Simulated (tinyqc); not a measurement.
Inside a calculation. Model: time-dependent dielectric breakdown: cell percolation, Weibull statistics, area scaling and voltage extrapolation. Computed by tinyqc, a small Python program that keeps every step. Command: `OMP_NUM_THREADS=1 python tinyqc.py 3003009 3003010 out.jsonl tddb walk`. One thread of a shared host (Intel(R) Xeon(R) Processor @ 2.30GHz), about 0.01 s of CPU time with the checks. Intermediate numbers are printed to about 6 digits and carried at full precision; extremes and crossings named in words are read from the listed rows.

The oxide is divided into columns of area a^2, each holding m = t_ox/a cells (m is taken as continuous). A share lambda(t) = (t/t_1)^alpha of the cells is defective, and a column whose cells are all defective breaks down.

Inputs (values chosen for the exercise, for a model gate oxide):

| quantity | value | unit |
|---|---|---|
| oxide thickness t_ox | 5.7 | nm |
| defect cell size a | 1.3 | nm |
| exponent alpha of defect growth | 0.31 | - |
| time t_1 at which the occupied share would reach 1 | 3.1e+09 | s |
| test area A | 200 | um^2 |
| product area A_u | 400000 | um^2 |
| stress voltage V | 6.21 | V |
| use voltage V_u | 3.6 | V |
| local exponent n = -d ln t/d ln V at the stress voltage | 41 | - |
| activation energy E_a | 0.76 | eV |
| stress temperature T | 125 | C |
| use temperature T_u | 85 | C |
| allowed failure fraction F | 0.01 | - |

Voltage law used: 1/E.

Constants: k_B = 8.617333262e-05 eV/K.

## Weibull parameters from the cell model

Failure fraction F = 1 - (1 - lambda^m)^N with N = A/a^2 columns, which for small lambda^m is 1 - exp(-(t/t63)^beta) with beta = alpha m and t63 = t_1 N^(-1/beta); critical share lambda(t63) = N^(-1/m). 1 um^2 = 1e6 nm^2.

cells per column m = 4.38462

columns N = 1.18343e+08

Weibull slope beta = 1.35923

characteristic life t63 = 3563.42 s

critical share of defective cells = 0.0144131

Times between F = 10 % and 90 % span a factor 9.67: the smaller beta = alpha m, the wider the scatter. Caution: t_1 is an input here; in a real oxide it changes with thickness at fixed voltage.

## A sample of breakdown times

uniform random numbers u: 0.6995  0.5614  0.6646  0.5939  0.3231  0.4806  0.5025  0.1879  0.7126  0.6194  0.6560

Each device fails at t = t63 (-ln(1 - u))^(1/beta). Sort the times; median rank F_i = (i - 0.3)/(n_s + 0.4) for n_s devices; W = ln(-ln(1 - F_i)).

Weibull plot:

| i | t (s) | F_i | ln t | W |
|---|---|---|---|---|
| 1 | 1122.95 | 0.061404 | 7.02372 | -2.75877 |
| 2 | 1783.20 | 0.149123 | 7.48616 | -1.82333 |
| 3 | 2610.44 | 0.236842 | 7.86727 | -1.30826 |
| 4 | 2735.67 | 0.324561 | 7.91413 | -0.93549 |
| 5 | 3090.86 | 0.412281 | 8.03620 | -0.63204 |
| 6 | 3300.76 | 0.500000 | 8.10191 | -0.36651 |
| 7 | 3473.90 | 0.587719 | 8.15303 | -0.12098 |
| 8 | 3737.85 | 0.675439 | 8.22627 | 0.11803 |
| 9 | 3802.90 | 0.763158 | 8.24352 | 0.36489 |
| 10 | 4080.71 | 0.850877 | 8.31403 | 0.64342 |
| 11 | 4191.47 | 0.938596 | 8.34081 | 1.02614 |

## Fitting the sample

W = ln(-ln(1 - F_i)) with the median ranks F_i. Least squares in W: W = beta ln t - beta ln t63. Maximum likelihood: solve sum t^b ln t/sum t^b - 1/b = mean of ln t for b, then t63 = (mean of t^b)^(1/b).

slope by least squares = 2.70801

t63 by least squares = 3525.71 s

slope by maximum likelihood = 4.15912

t63 by maximum likelihood = 3404.96 s

The true values are beta = 1.359 and t63 = 3560 s. With 11 devices the standard error of the maximum-likelihood slope is about 0.78 beta/sqrt(n_s) = 0.32; the fits miss by +1.35 and +2.80, and t63 by -1 and -4 %.

## Projection to use conditions

All three voltage laws share the slope n at the stress voltage. Factor t(V_u)/t(V): E law exp(n (1 - V_u/V)); 1/E law exp(n (V/V_u - 1)); power law (V/V_u)^n. Temperatures in kelvin are T(C) + 273.15. Temperature factor exp[(E_a/k_B)(1/T_u - 1/T)]; area factor (A/A_u)^(1/beta); percentile factor (-ln(1 - F))^(1/beta); life = t63 x all four; 1 year = 3.15576e7 s.

voltage factor = 8.11715e+12

temperature factor = 11.8691

area factor = 0.00372733

percentile factor = 0.0338988

projected life = 1.37457e+06 years

Area and percentile together cost 3.9 decades, voltage and temperature return 14.0; a ten-year target is met. Caution: a voltage factor of more than nine decades rests wholly on the chosen law and cannot be tested.

## Three voltage laws

Life = t63 x voltage, temperature, area and percentile factors, the last three as above.

Log10 of the life in years:

| V_u/V | V_u (V) | E law | 1/E law | power law |
|---|---|---|---|---|
| 1.00 | 6.2100 | -6.77124 | -6.7712 | -6.77124 |
| 0.95 | 5.8995 | -5.88093 | -5.8341 | -5.85790 |
| 0.90 | 5.5890 | -4.99063 | -4.7928 | -4.89518 |
| 0.80 | 4.9680 | -3.21002 | -2.3197 | -2.79793 |
| 0.70 | 4.3470 | -1.42941 | 0.8599 | -0.42026 |
| 0.60 | 3.7260 | 0.35119 | 5.0995 | 2.32456 |
| 0.50 | 3.1050 | 2.13180 | 11.0348 | 5.57099 |
| 0.40 | 2.4840 | 3.91241 | 19.9379 | 9.54430 |

At V_u/V = 0.9 the laws differ by 0.20 decades at most, and at 0.5 by 8.9. The E law is the most cautious and the 1/E law the most hopeful. Ten years are reached at V_u/V = 0.564 (E), 0.696 (1/E), 0.646 (power). Caution: the rows at low voltage extrapolate over many decades and cannot be tested.

Checks made by the program: Weibull form against the exact column count at t63 (relative difference 3e-09).
